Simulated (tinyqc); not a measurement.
Planes of fixed kz and the Fermi arc: two-node Weyl semimetal on a cubic lattice and its slab.

H = d.s with dx = t sin kx, dy = t sin ky, dz = m (2 - cos kx - cos ky) + M(kz), M = tz (cos k0 - cos kz), k in 1/a. Nodes at (0, 0, +/-k0). Berry curvature of the lower band along z: Omega = d.(dd/dkx x dd/dky)/(2|d|^3), in the sense curl of i<u|grad u>.

Slab of N layers along x with hard walls: layer block t sin(ky) sy + (m (2 - cos ky) + M(kz)) sz, block to the next layer t sx/(2i) - m sz/2.

Values chosen for the exercise: t = 1.3 eV (hopping in sx and sy); m = 0.7 eV (mass term); tz = 0.71 eV (hopping along z); k0 = 1.67 1/a (position of the nodes).

C is the sum of Omega over a 24 x 24 mesh, k = (j + 1/2) 2 pi/24, times (2 pi/24)^2/(2 pi). Slab of 30 layers at ky = 0: lowest positive level and weight of the middle pair on the two outer layers.

Against kz:

| kz (1/a) | M (eV) | C | slab level (eV) | surface weight |
|---|---|---|---|---|
| 0.000 | -0.7803 | -1.000 | 0.00000 | 0.898 |
| 0.400 | -0.7243 | -1.000 | 0.00000 | 0.909 |
| 0.800 | -0.5650 | -1.000 | 0.00000 | 0.876 |
| 1.200 | -0.3276 | -0.997 | 0.00014 | 0.652 |
| 2.000 | 0.2251 | -0.029 | 0.25312 | 0.024 |
| 2.400 | 0.4532 | -0.001 | 0.47141 | 0.011 |
| 2.800 | 0.5987 | 0.000 | 0.61383 | 0.008 |
| 3.142 | 0.6397 | 0.000 | 0.65421 | 0.008 |

C is -1 for kz below k0 = 1.67 and 0 above, within 0.029 on this mesh. Where C = -1 the slab has a level near zero (exactly zero for a thick slab) on its faces (weight 0.90 at kz = 0): these points form the arc from -k0 to +k0, of length 3.34/a. Towards the node M goes to zero and the state spreads into the bulk; beyond it the level follows M, raised by the confinement in the slab.

tinyqc: `OMP_NUM_THREADS=1 python tinyqc.py 1450141 1450142 out.jsonl`; about 0.2 s, one thread, shared Intel(R) Xeon(R) Processor @ 2.30GHz.
